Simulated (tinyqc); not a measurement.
What each parameter does: optical transitions of a finite quantum well.

Each carrier sees a square well of width L with its own depth V and masses m (inside), mb (outside); c = hbar^2/2m0, k = sqrt(m E/c), kappa = sqrt(mb (V - E)/c), and level n solves k L + 2 atan[(k/m)/(kappa/mb)] = n pi. The envelope is cos(kz) for odd n and sin(kz) for even n inside, joins exp(-kappa (|z| - L/2)) outside, and is normalised to 1. Excitons and band mixing are left out.

Constants: hbar^2/2m0 = 3.80998211 eV angstrom^2; hc = 1239.841984 eV nm.

Inputs chosen for the exercise (near those of a GaAs well in AlGaAs; shifted at random, so the results belong to these values and not to a real crystal):
- L = 120 angstrom (well width)
- Eg = 1.52 eV (gap of the well)
- Vc = 0.186 eV (conduction offset)
- Vv = 0.096 eV (valence offset)
- me = 0.066 m0 (electron, well)
- meb = 0.0861 m0 (electron, barrier)
- mh = 0.366 m0 (heavy hole along z, well)
- mhb = 0.417 m0 (heavy hole, barrier)
- ml = 0.0871 m0 (light hole along z, well)
- mlb = 0.1136 m0 (light hole, barrier)

Edge wavelength hc/(Eg + e1 + hh1), squared overlap of e1 and hh1, and the confinement energies.

Results for these values:

| case | edge (nm) | overlap^2 | e1 (meV) | hh1 (meV) |
|---|---|---|---|---|
| base | 801.4 | 0.9870 | 22.1 | 5.1 |

What happens to each result for mh = 0.421 m0, all else kept?

Answer: edge rises from 801.4 to 801.6; overlap^2 falls from 0.9870 to 0.9832; e1 does not change at the printed digits; hh1 falls from 5.1 to 4.6.

The same for each parameter in turn:

| case | edge (nm) | overlap^2 | e1 (meV) | hh1 (meV) |
|---|---|---|---|---|
| base | 801.4 | 0.9870 | 22.1 | 5.1 |
| L = 132 angstrom | 803.3 | 0.9887 | 19.1 | 4.3 |
| Eg = 1.55 eV | 786.1 | 0.9870 | 22.1 | 5.1 |
| Vc = 0.214 eV | 801.0 | 0.9906 | 22.9 | 5.1 |
| Vv = 0.115 eV | 801.3 | 0.9835 | 22.1 | 5.2 |
| me = 0.0726 m0 | 801.9 | 0.9901 | 21.0 | 5.1 |
| mh = 0.421 m0 | 801.6 | 0.9832 | 22.1 | 4.6 |
| meb = 0.1033 m0 | 801.8 | 0.9856 | 21.2 | 5.1 |

(tinyqc, `OMP_NUM_THREADS=1 python tinyqc.py 1280455 1280456 out.jsonl`, Intel(R) Xeon(R) Processor @ 2.30GHz, 1 thread, shared host, about 0.1 s.)
